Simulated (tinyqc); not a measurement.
Rise against time: self-heating of a transistor with one or more fingers, with temperature-dependent conductivity. Computed by tinyqc, a small Python program. Command: `OMP_NUM_THREADS=1 python tinyqc.py 3001121 3001122 out.jsonl selfheat walk`. One thread of a shared host (Intel(R) Xeon(R) Processor @ 2.30GHz), about 0.05 s of CPU time with the checks.

N long parallel fingers lie on the top face of a slab whose bottom is held at T_0; the top is otherwise insulated, and heat flows in two dimensions. P in W/mm is 1000 P in W/m.

Inputs (values chosen for the exercise, modelled on silicon):
```
quantity                                      value           unit
conductivity at the base temperature kappa_0    114        W/(m K)
power per gate width P                          1.1           W/mm
fingers N                                         8              -
finger pitch s                                   23     micrometre
width of the heat source w                     0.99     micrometre
substrate thickness t                            47     micrometre
heat capacity C                                1.64  1e6 J/(m^3 K)
pulse length                                     41    microsecond
```

Power: power rises with temperature.

Method:
- A line source of power P on the top face raises the top at distance x by (P/(pi kappa_0)) g(x), g(x) = -ln tanh(pi x/(4 t)) (the image sum for the slab). On a strip of width w the centre sees the mean of g over the strip, g_0 = 1 + ln(8 t/(pi w)) for w much below t.
- theta_i = (P/(pi kappa_0)) [g_0 + sum over j != i of g(|i - j| s)], with equal powers and constant conductivity; thermal resistance = largest theta/P.
- After switching on, theta(tau) = (P D/kappa_0) int_0^tau X(u) Z(u) du at the hottest finger, D = kappa_0/C; X = sum over fingers at distance x of [erf((x + w/2)/r) - erf((x - w/2)/r)]/(2 w), Z = sum_(j=-200..200) (-1)^j exp(-(2 j t/r)^2)/sqrt(pi D u), r = 2 sqrt(D u); trapezoid rule on 300 points evenly spaced in ln u from u_0 = 1e-3 min(tau, w^2/D) to tau, plus the exact piece 2 sqrt(u_0/(pi D))/w below u_0. Conductivity and power are held at their base values here, and Fourier's law is used even where the diffusion length is near a phonon free path.

diffusivity D = 69.5122 micrometre^2/microsecond

theta of each finger (K): 23.3421  26.3970  27.6772  28.1598  28.1598  27.6772  26.3970  23.3421

largest theta = 28.1598 K

Heating curve:
```
time (microsecond)  sqrt(D time) (micrometre)  rise (K)  share of the steady rise
3.20e-05                             0.047163    0.5187                   0.01842
3.20e-04                              0.14914    1.6367                   0.05812
0.0032                                0.47163    4.3008                    0.1527
0.032                                  1.4914    7.7155                     0.274
0.32                                   4.7163     11.24                    0.3992
1.6                                    10.546     14.21                    0.5046
6.4                                    21.092    19.189                    0.6814
19                                     36.342    25.101                    0.8914
48                                     57.763    27.897                    0.9906
```

What follows from these numbers?

Half the steady rise is reached between 0.32 and 1.6 microseconds, and the last row holds 99.1 % of it; the slowest time constant is 4 t^2/(pi^2 D) = 12.9 microseconds. While the diffusion length lies between w and the pitch or thickness, the rise grows as the logarithm of time; once it nears the pitch of 23 micrometre the neighbours add their heat.

Extremes, crossings and ranges named in words are read from the listed rows.
